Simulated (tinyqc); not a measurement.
Phonon transmission through an interface between two chains by Green functions: one step, computed by the program tinyqc. Command: `OMP_NUM_THREADS=1 python tinyqc.py 3008359 3008360 out.jsonl agf walk`. One thread of a shared host (Intel(R) Xeon(R) Processor @ 2.30GHz), about 0.01 s of CPU time with the checks.

Two semi-infinite chains (masses m_1, m_2; springs k_1, k_2), motion along the chain. The central region holds the end atom of each chain and two interlayer atoms of mass m_b, joined by springs k_b. lambda = omega^2 in eV/(angstrom^2 u); nu = 15.6333042 THz x sqrt(lambda).

Task: Transmission at the probe frequency. A = lambda M - K - Sigma over the central atoms, with K_ii the sum of the springs at i, K_(i,i+1) = -k_b; G = inverse of A; transmission = Gamma_1 Gamma_2 |G_(first,last)|^2.

Atoms in the interlayer: two.

A (complex symmetric) (eV/angstrom^2), rows end of 1, layer 1, layer 2, end of 2:
```
[[-0.296425+2.337400i, 1.580000, 0.000000, 0.000000],
 [1.580000, -2.240897, 1.580000, 0.000000],
 [0.000000, 1.580000, -2.240897, 1.580000],
 [0.000000, 0.000000, 1.580000, -0.946136+1.127660i]]
```

Gamma_1 = 4.674800 eV/angstrom^2

Gamma_2 = 2.255320 eV/angstrom^2

Give: G_(first,last); transmission.

Result:

G_(first,last) = 0.1239+0.2407i angstrom^2/eV

transmission = 0.7726
